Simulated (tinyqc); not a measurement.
## Electron continuity equation in a given potential, Scharfetter-Gummel discretisation: three discretisations compared

Steady state in one dimension: J = q mu n E + q D dn/dx with E = -dpsi/dx and D = mu Vt, dJ/dx = 0, fixed densities nL and nR at the ends. The potential is given, psi = U x/L, and is not changed by the electrons.

11 equal intervals. Fluxes J_i = (q D/h)(n_(i+1) P_i - n_i Q_i), d_i = (psi_(i+1) - psi_i)/Vt: Scharfetter-Gummel P = B(d), Q = B(-d), B(d) = d/(exp(d) - 1); central P = 1 - d/2, Q = 1 + d/2; upwind P = 1 + max(-d, 0), Q = 1 + max(d, 0). Balance at each inner node: J_i - J_(i-1) = 0. The reference is Scharfetter-Gummel on 2200 intervals.

Inputs (values chosen for the exercise); mobility that of a made-up semiconductor:

| symbol | value | unit | meaning |
|---|---|---|---|
| T | 300 | K | temperature |
| mu | 4930 | cm^2/(V s) | electron mobility |
| L | 2.2 | um | length of the region |
| nL | 6.3e14 | cm^-3 | density at x = 0 |
| nR | 0 | cm^-3 | density at x = L |
| U | 0.69 | V | potential difference psi(L) - psi(0) |

Constants: q = 1.602176634e-19 C, kB = 1.380649e-23 J/K, Vt = kB T/q. Results are converted to the units shown.

Densities (cm^-3):
```
node,Scharfetter-Gummel,central,upwind,reference
0,6.300e14,6.300e14,6.300e14,6.300e14
1,6.300e14,6.300e14,6.300e14,6.300e14
2,6.300e14,6.300e14,6.300e14,6.300e14
3,6.300e14,6.300e14,6.300e14,6.300e14
4,6.300e14,6.300e14,6.299e14,6.300e14
5,6.300e14,6.300e14,6.296e14,6.300e14
6,6.300e14,6.300e14,6.287e14,6.300e14
7,6.300e14,6.299e14,6.254e14,6.300e14
8,6.296e14,6.306e14,6.143e14,6.296e14
9,6.251e14,6.242e14,5.763e14,6.251e14
10,5.743e14,6.907e14,4.461e14,5.743e14
11,0,0,0,0
```

What does the table show?

Largest errors as a share of the largest reference density listed: Scharfetter-Gummel under 1e-7 %, central 18 %, upwind 20 %. The largest |d| is 2.43. Central differences oscillate from node to node, since P or Q changes sign once |d| exceeds 2. Upwinding stays positive but acts as if D were larger by the factor 1 + |d|/2, up to 2.21 here.

Range of the model: The drift velocity mu E exceeds 1e7 cm/s somewhere, where real mobilities no longer stay constant.

tinyqc, about 0.01 s, one thread, Intel Xeon 2.30GHz (shared host): `OMP_NUM_THREADS=1 python tinyqc.py 2220012 2220013 out.jsonl`
